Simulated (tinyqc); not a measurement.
Ideality, resistance and saturation current from three points.

Question. Well above I0 a diode obeys V = n Vt ln(I/I0) + Rs I. Find n, Rs and I0.

Inputs (values chosen for the exercise): temperature T = 300 K.

Constants: q = 1.602176634e-19 C, kB = 1.380649e-23 J/K, Vt = kB T/q. Results are converted to the units shown.

I (A): 3.3e-5  0.0004  0.0048
V (V): 0.18092585  0.25983846  0.47560546

Answer. The equation is linear in a = n Vt, Rs and c = -a ln I0; three points give a 3 x 3 system.

n = 1.030
Rs = 34.00 ohm
I0 = 3.854e-8 A

Program tinyqc, `OMP_NUM_THREADS=1 python tinyqc.py 2640174 2640175 out.jsonl`; Intel Xeon 2.30GHz, shared host, one thread, about 0.01 s.
